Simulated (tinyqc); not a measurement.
# Bulk resistivity and mean free path from two films

Question. In the thick-film limit single-crystal films obey rho = rho0 (1 + 3 (1 - ps) lam/(8 d)). Find rho0, lam and the product rho0 lam.

Values chosen for this exercise: specular share of surface scattering ps = 0.

rho at d = 63 and 240 nm (uohm cm): [2.0953988, 1.7964172]

Solution. rho is a straight line in 1/d: the intercept is rho0 and the slope (3/8)(1 - ps) rho0 lam. Without ps only the product (1 - ps) lam could be found.

rho0 = 1.69 uohm cm
lam = 40.3 nm
rho0 lam = 68.1 uohm cm nm

Numbers from tinyqc (`OMP_NUM_THREADS=1 python tinyqc.py 2100054 2100055 out.jsonl`; about 0.01 s on one thread of a shared Intel Xeon 2.30GHz).
